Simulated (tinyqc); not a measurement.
# Trap density from the barrier height

Inverse problem. In a partly depleted grain with all boundary traps filled, 2 N W = Qt and VB = q N W^2/(2 eps0 eps_r). Find Qt, W and the doping at which VB would equal Vt.

Parameters, values chosen for the exercise:
```
symbol  value  unit                meaning
T         250     K            temperature
eps_r    11.7        relative permittivity
```

Constants: q = 1.602176634e-19 C, kB = 1.380649e-23 J/K, Vt = kB T/q, eps0 = 8.8541878128e-14 F/cm where lengths are in cm. Results are converted to the units shown.

doping = 1.1e18 cm^-3
barrier height = 0.12812110 V

Solution. Eliminating W gives VB = q Qt^2/(8 eps0 eps_r N), which falls as 1/N.

Qt = 2.700e12 cm^-2
W = 12.27 nm
doping for VB = Vt = 6.542e18 cm^-3

tinyqc, about 0.01 s, one thread, Intel Xeon 2.30GHz (shared host): `OMP_NUM_THREADS=1 python tinyqc.py 2830155 2830156 out.jsonl`
